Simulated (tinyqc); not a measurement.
# Band bending at a free surface with a continuum of surface states, surface photovoltage and Kelvin probe, step by step

Computed by the program tinyqc: `OMP_NUM_THREADS=1 python tinyqc.py 2430060 2430061 out.jsonl`, one thread of a shared Intel Xeon 2.30GHz, about 0.01 s for the whole run. Printed values are rounded.

n-type bulk, xi = Ec - EF = Vt ln(Nc/Nd), p0 = ni^2/Nd, ni = sqrt(Nc Nv) exp(-Eg/(2 Vt)), Eg in volts. b is the upward band bending, u = b/Vt. Space charge per area, in units of q: Qc = sign(b) sqrt((2 eps0 eps_r Vt/q) [(Nd + dn)(exp(-u) - 1) + Nd u + (p0 + dn)(exp(u) - 1)]), with dn the excess density under light (flat quasi-Fermi levels; 0 in the dark). The states hold -Ds (E0 - xi - b): negative while the Fermi level lies above the neutrality level. Neutrality: Qc + Qf + (charge of the states) = 0.

Values chosen for this exercise; band and dielectric values close to those of silicon:
- T = 300 K (temperature)
- Eg = 1.13 eV (band gap)
- eps_r = 11.8 (relative permittivity)
- Nc = 2.79e19 cm^-3 (conduction-band density of states at T)
- Nv = 2.62e19 cm^-3 (valence-band density of states at T)
- chi = 4 eV (electron affinity)
- Nd = 1.9e17 cm^-3 (donor density)
- Qf = 0 cm^-2 (fixed positive charge at the surface)
- pt = 5.09 eV (work function of the probe tip)
- Ds = 2.5e12 cm^-2 eV^-1 (density of surface states)
- E0 = 0.46 eV (depth of their neutrality level below the conduction edge)
- dn = 2.5e11 cm^-3 (excess carrier density under light)

Constants: q = 1.602176634e-19 C, kB = 1.380649e-23 J/K, Vt = kB T/q, eps0 = 8.8541878128e-14 F/cm where lengths are in cm. Results are converted to the units shown.

## Bulk quantities

xi, ni, p0, the Debye length sqrt(eps0 eps_r Vt/(q Nd)) and the flat-band work function chi + xi.

xi = 0.128985 eV
ni = 8.71707e9 cm^-3
p0 = 399.933 cm^-3
Debye length = 9.41956 nm
chi + xi = 4.12898 eV

## Iteration 1: band bending in the dark

b at the start = 0.26 V

Newton step: b(new) = b - (Qc + Qf - Ds (E0 - xi - b))/(dQc/db + Ds), dQc/db = (eps0 eps_r/q) [Nd (1 - exp(-u)) + p0 exp(u)]/Qc.

b after iteration 1 = 0.118431 V

## Iteration 2: band bending in the dark

As before.

b after iteration 2 = 0.128676 V

## Course of the iteration

Stop when b changes by less than 1e-10 V, or after 40 iterations.

Course of the iteration:
```
iteration     b (V)  change (V)
1          0.118431       0.142
2          0.128676      0.0102
3          0.128804     1.28e-4
4          0.128804     1.85e-8
5          0.128804     < 1e-13
```

Converged in 5 iterations.

## Work function and Kelvin-probe reading

converged b = 0.128804 V

Work function chi + xi + b; contact potential difference CPD = (work function of the sample) - pt. Depth of EF below Ec at the surface: xi + b. Depletion width Qc/Nd.

xi + b = 0.257789 eV
Qc = 5.05527e11 cm^-2
Qc/Nd = 26.6067 nm
work function = 4.25779 eV
CPD = -832.211 mV

The Fermi level lies 202 meV above the neutrality level.

## Surface photovoltage

Under chopped light the surface charge keeps its dark value, so b falls to bL with Qc(bL, dn) = Qc(b, 0); the photovoltage is b - bL. Qc rises with b, so bL follows by bisection.

bL = 0.128800 V
photovoltage = 0.00492525 mV
share of b removed = 0.00382382 %
excess holes at the surface, dn exp(bL/Vt) = 3.64483e13 cm^-3
